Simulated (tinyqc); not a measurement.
Overlap of hydrogenic dopants: pairs, impurity band and the Mott density, step by step. Values are carried at full precision from step to step, so a last printed digit may differ when a step is redone from the rounded ones.

Ry* = Ry m/eps^2, aB = a0 eps/m. For 1s orbitals a distance rho = R/aB apart, in Ry*: overlap S = exp(-rho)(1 + rho + rho^2/3), J = (2/rho)(1 - (1 + rho) exp(-2 rho)) (attraction to the other ion), Kx = 2 (1 + rho) exp(-rho) (exchange of one electron). One electron on a pair has E = -1 - (J +/- Kx)/(1 +/- S), without the repulsion 2/rho of the ions. Hopping after orthogonalisation: t = (Kx - S J)/(1 - S^2), half the splitting. Dopants on a lattice with z neighbours, n = 1/R^3 (simple cubic), give a band of width B = 2 z t, as on any lattice of two interpenetrating sublattices. Valleys, central cells and disorder are left out.

Constants: Ry = 13.60569312 eV; a0 (Bohr radius) = 0.5291772105 angstrom; hbar = 6.58211957e-16 eV s.

Inputs chosen for the exercise (an isotropic mass and dielectric constant of the size used for acceptors in Si; shifted at random, so the results belong to these values and not to a real crystal): m = 0.401 m0 (mass); eps = 11.8 (dielectric constant); N = 0.014 1/aB^3 (dopant density); rho = 5.3 aB (distance of a pair); u = 1.25 Ry* (cost of a second electron on one dopant); z = 6 (neighbours in the dopant lattice).

## Scales

Form Ry*, aB, and the density N in 1/cm^3 (1/angstrom^3 = 1e24/cm^3).

Ry* = 39.183 meV
aB = 15.572 angstrom
density = 3.708e+18 1/cm^3

## A pair with one electron

Form S, J, Kx, the two levels, t, and the total energy of the lower state with the repulsion, relative to a distant pair (-1).

S, J, Kx: [0.07818, 0.37730, 0.06289]

levels (Ry*): even -1.40827, odd -1.34107

t = 0.03360 Ry*
energy of the pair against a distant one (negative: bound) = -0.03091 Ry*

In this host the pair is 8.3 nm long and its splitting 2t is 2.63 meV.

## The pair with two electrons (two-site Hubbard model)

t is the hopping between the two dopants. Singlet at (u - sqrt(u^2 + 16 t^2))/2 below the triplet at 0; estimate 4 t^2/u; weight of double occupancy (1 - u/sqrt(u^2 + 16 t^2))/2; swap time pi hbar/Jx with Jx the splitting in eV. t and u are in units of Ry*.

singlet-triplet splitting (meV): exact 0.1412, 4 t^2/u 0.1416

double occupancy = 0.0029
swap time = 14.6 ps

The estimate is 0.3 % too high at 4t/u = 0.11.

## The impurity band at this density

Form R/aB, t, B = 2 z t and N^(1/3) aB. Two estimates of the gap between the Hubbard bands: u - B (rigid bands, closing at B = u) and the Hubbard-III rule, which closes at B = (2/sqrt3) u; give B/u.

R/aB = 4.1491
t = 0.08221 Ry*

B: in Ry* 0.987, in meV 38.657

N^(1/3) aB = 0.2410
B/u = 0.789

Both rules leave a gap: an insulator at T = 0. Mott's screening rule, N^(1/3) aB = 0.26, puts this density on the insulating side.

## Checks

- Overlap S against numerical integration in elliptic coordinates: both 0.078185.

Computed by tinyqc, a small Python program: `OMP_NUM_THREADS=1 python tinyqc.py 1452725 1452726 out.jsonl` (the numbers bound the seed that draws the inputs); one thread of a shared host (Intel(R) Xeon(R) Processor @ 2.30GHz), about 0.01 s for the whole set of steps.
